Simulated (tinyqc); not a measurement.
# Lossy interposer transmission line with skin effect: two studies

A uniform line in a homogeneous dielectric: c = sqrt(er)/(c0 Z0), l = Z0 sqrt(er)/c0 (c0 = 299792458 m/s), g = w c td, w = 2 pi f. The resistance joins its limits as r = sqrt(r_dc^2 + r_hf^2), with r_dc = rho/(wd th), r_hf = kr rho/(2 delta (wd + th)), delta = sqrt(rho/(pi f mu0)), mu0 = 4 pi 1e-7 H/m; this is an interpolation, and internal inductance, up to 0.05 nH/mm at low frequency, is neglected.

Inputs (values chosen for the exercise): width of the strip wd = 4 um; thickness of the strip th = 1 um; resistivity rho = 2.9 uohm cm; relative permittivity er = 4.2; loss tangent td = 0.002; lossless impedance sqrt(l/c) Z0 = 45 ohm; factor for crowding and the return path kr = 1.5; length len = 5 mm; source resistance Rg = 25 ohm; load resistance RL = 1e5 ohm; load capacitance CL = 100 fF; frequency f = 6.5 GHz.

Each table varies one quantity; the others keep the values above.

## Line properties against frequency

gamma = sqrt((r + i w l)(g + i w c)) = alpha + i beta, Zc = sqrt((r + i w l)/(g + i w c)), roots with positive real part; loss 8.685889638 alpha in dB; phase velocity w/beta. ZL = 1/(1/RL + i w CL); reflection (ZL - Zc)/(ZL + Zc); Zin = Zc (ZL + Zc tanh(gamma len))/(Zc + ZL tanh(gamma len)); H = V_load/V_source = [Zin/(Zin + Rg)]/[cosh(gamma len) + (Zc/ZL) sinh(gamma len)].

Results:
```
f (GHz)  r (ohm/mm)  r/(w l)  loss (dB/mm)  |Zc| (ohm)  phase velocity over c0  length in wavelengths    |H| (dB)
0.01         7.2518   375.19      0.051082      871.64                0.035614              0.0046830  -0.0053498
0.03         7.2553   125.12      0.088263      503.37                0.061506              0.0081349  -0.0053813
0.09         7.2660   41.769       0.15177      290.87                 0.10561               0.014214  -0.0052288
0.3          7.3031   12.595       0.27024      159.95                 0.18706               0.026748  -0.0018516
0.8          7.3908   4.7797       0.41639      99.441                 0.28473               0.046860    0.022364
2            7.5970   1.9652       0.58012      66.822                 0.38569               0.086485     0.13693
20           10.202  0.26391       0.98380      45.764                 0.48389                0.68934     -3.6781
60           14.392  0.12410        1.4087      45.172                 0.48705                 2.0546     -10.518
```

Estimate the missing row, f = 7 GHz.

Computed row:
```
f (GHz)  r (ohm/mm)  r/(w l)  loss (dB/mm)  |Zc| (ohm)  phase velocity over c0  length in wavelengths  |H| (dB)
7            8.4020  0.62100       0.77992      48.823                 0.46781                0.24956   -1.2589
```

With this row back in the table: r equals w l at 4.11 GHz: below it |Zc| and the delay grow as in an RC line, above it |Zc| tends to Z0 = 45 ohm and the velocity to 1/sqrt(er) = 0.488 c0. The loss goes as f^(0.50) between the first two rows and f^(0.33) between the last two. |H| is -0.00535 dB in the first row and -10.5 dB in the last; between rows it can pass through resonances that the table doesn't show.

## Effect of the loss tangent

Same model as above.

The same in every row: r (ohm/mm) = 8.3250; r/(w l) = 0.66264.

Effect of the loss tangent:
```
td     loss (dB/mm)  |Zc| (ohm)  phase velocity over c0  length in wavelengths  |H| (dB)
0           0.76612      49.287                 0.46528                0.23299  -0.90674
0.001       0.76740      49.287                 0.46535                0.23296  -0.91359
0.002       0.76867      49.287                 0.46542                0.23292  -0.92044
0.005       0.77248      49.287                 0.46563                0.23282  -0.94102
0.01        0.77885      49.286                 0.46598                0.23265  -0.97539
0.02        0.79159      49.282                 0.46666                0.23230   -1.0443
0.04        0.81713      49.268                 0.46801                0.23164   -1.1830
```

Read the table: what changes, and by how much?

As td goes from 0 to 0.04, the loss rises from 0.766 to 0.817 dB/mm, |Zc| stays near 49.3 ohm and |H| goes from -0.907 to -1.18 dB, with its highest value among the rows, -0.907 dB, at td = 0. In the low-loss estimate the dielectric part g Z0/2 equals the conductor part r/(2 Z0) at td = 0.663.

Computed by the program tinyqc: `OMP_NUM_THREADS=1 python tinyqc.py 2810146 2810147 out.jsonl`, one thread of a shared Intel Xeon 2.30GHz, about 0.01 s for the whole run.
